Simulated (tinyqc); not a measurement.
# Undoped symmetric double-gate MOSFET, analytic potential model: effects of single changes

An undoped body of thickness ts between two equal insulators and tied gates; long channel, electrons only, n = ni exp((psi - V)/Vt) with V the quasi-Fermi potential (0 at the source, Vd at the drain), constant mobility, no quantisation. Across the body psi(x) = V - 2 Vt ln[(ts/(2 beta)) sqrt(q ni/(2 eps0 eps_r Vt)) cos(2 beta x/ts)], x from the centre. Q is the electron charge per area of the whole body.

Values chosen for this exercise; material values close to those of silicon:
- T = 325 K (temperature)
- Eg = 1.13 eV (band gap)
- eps_r = 11.9 (relative permittivity of the semiconductor)
- Nc = 3.13e19 cm^-3 (conduction-band density of states at T)
- Nv = 3.01e19 cm^-3 (valence-band density of states at T)
- eox = 7.79 (relative permittivity of the gate insulator)
- tox = 4.2 nm (insulator thickness)
- ts = 15 nm (body thickness)
- dphi = -0.11 V (gate work function less that of the intrinsic body)
- mu = 690 cm^2/(V s) (channel mobility)
- L = 2 um (gate length)
- Vd = 1 V (drain voltage)

Constants: q = 1.602176634e-19 C, kB = 1.380649e-23 J/K, Vt = kB T/q, eps0 = 8.8541878128e-14 F/cm where lengths are in cm. Results are converted to the units shown.

Each table varies one quantity; the others keep the values above.

## Effect of the body thickness

ni = sqrt(Nc Nv) exp(-Eg/(2 Vt)), Eg in volts; r = eps_r tox/(eox ts); V0 = dphi + 2 Vt ln[(2/ts) sqrt(2 eps0 eps_r Vt/(q ni))]. beta (between 0 and pi/2) solves (Vg - V0 - V)/(2 Vt) = ln(beta) - ln(cos beta) + 2 r beta tan(beta). Q = 8 eps0 eps_r Vt beta tan(beta)/ts; I = mu (1/L)(4 eps0 eps_r/ts)(2 Vt)^2 [g(beta_s) - g(beta_d)] per width, g = beta tan(beta) - beta^2/2 + r beta^2 tan^2(beta), with beta_s at V = 0 and beta_d at V = Vd.  I(low) is taken at Vg = 0.1 V, Qs and I(high) at Vg = 0.85 V.

Result of one run:

| ts (nm) | V0 (V) | I(low) (nA/um) | Qs(high) (nC/cm^2) | I(high) (uA/um) |
|---|---|---|---|---|
| 38 | 0.29518 | 0.56411 | 1267.1 | 107.46 |

What becomes of these results when the body thickness ts is changed from 38 to 27 nm, all else the same?

Result of the changed run:

| ts (nm) | V0 (V) | I(low) (nA/um) | Qs(high) (nC/cm^2) | I(high) (uA/um) |
|---|---|---|---|---|
| 27 | 0.31432 | 0.40091 | 1266.7 | 106.92 |

The whole series:

| ts (nm) | V0 (V) | I(low) (nA/um) | Qs(high) (nC/cm^2) | I(high) (uA/um) |
|---|---|---|---|---|
| 5 | 0.40878 | 0.074268 | 1253.5 | 100.61 |
| 7 | 0.38994 | 0.10397 | 1259.0 | 102.50 |
| 9.8 | 0.37109 | 0.14556 | 1262.5 | 104.04 |
| 14 | 0.35111 | 0.20793 | 1264.8 | 105.32 |
| 19 | 0.33401 | 0.28217 | 1265.9 | 106.17 |
| 27 | 0.31432 | 0.40091 | 1266.7 | 106.92 |
| 38 | 0.29518 | 0.56411 | 1267.1 | 107.46 |

As ts goes from 5 to 38 nm, I(low) rises from 0.0743 to 0.564 nA/um and I(high) rises from 101 to 107 uA/um. On average I(low) goes as ts^(1.00) and I(high) goes as ts^(0.03). Below threshold the charge is proportional to the cross-section of the body; above it the insulator sets the charge. In every row the surface density at the source at the higher gate voltage passes 0.3 Nc, where Boltzmann statistics fail. At ts = 5 nm the body is thin enough for quantum confinement, left out here, to raise the threshold.

## Output curve

Q = 8 eps0 eps_r Vt beta tan(beta)/ts; I = mu (1/L)(4 eps0 eps_r/ts)(2 Vt)^2 [g(beta_s) - g(beta_d)] per width, g = beta tan(beta) - beta^2/2 + r beta^2 tan^2(beta), with beta_s at V = 0 and beta_d at V = Vd.

In this table Vg = 0.65 V.

Output curve:

| Vd (V) | Qd (nC/cm^2) | Qd/Qs | I (uA/um) |
|---|---|---|---|
| 0.06 | 554.9 | 0.7815 | 13.08 |
| 0.11 | 432.0 | 0.6085 | 21.58 |
| 0.16 | 316.9 | 0.4463 | 28.03 |
| 0.22 | 192.9 | 0.2717 | 33.27 |
| 0.27 | 106.7 | 0.1503 | 35.83 |
| 0.32 | 44.10 | 0.06212 | 37.09 |
| 0.38 | 8.747 | 0.01232 | 37.56 |
| 0.43 | 1.633 | 0.002300 | 37.64 |
| 0.48 | 0.2796 | 3.938e-4 | 37.65 |

The current rises from 13.1 to 37.7 uA/um, while the charge at the drain end falls from 0.78 to 3.9e-4 of that at the source. The current first comes within 1 % of its last value at Vd = 0.38 V among the rows. Over the last rows Qd falls by a factor of e for each Vt of drain voltage: the drain end is in weak inversion. In every row the surface density at the source passes 0.3 Nc, where Boltzmann statistics fail.

## Effect of the insulator thickness

Same model as above.

The same in every row: V0 (V) = 0.3472.

Results:

| tox (nm) | I(low) (nA/um) | Qs(high) (nC/cm^2) | I(high) (uA/um) |
|---|---|---|---|
| 1.4 | 0.2228 | 3277 | 247.9 |
| 2 | 0.2228 | 2411 | 188.7 |
| 2.9 | 0.2228 | 1748 | 141.4 |
| 6.1 | 0.2228 | 911.2 | 78.20 |
| 8.7 | 0.2227 | 665.3 | 58.52 |
| 13 | 0.2227 | 464.7 | 41.93 |

Estimate the missing row, tox = 4.2 nm.

Computed row:

| tox (nm) | I(low) (nA/um) | Qs(high) (nC/cm^2) | I(high) (uA/um) |
|---|---|---|---|
| 4.2 | 0.2228 | 1265 | 105.5 |

With this row back in the table: As tox goes from 1.4 to 13 nm, I(low) stays near 0.223 nA/um and I(high) falls from 248 to 41.9 uA/um. On average I(low) is independent of tox and I(high) goes as tox^(-0.80). Below threshold no voltage drops over the insulator in this long-channel model, so its thickness does not matter there. For tox = 1.4 to 8.7 nm the surface density at the source at the higher gate voltage passes 0.3 Nc, where Boltzmann statistics fail.

Program tinyqc, `OMP_NUM_THREADS=1 python tinyqc.py 2440156 2440157 out.jsonl`; Intel Xeon 2.30GHz, shared host, one thread, about 0.03 s.
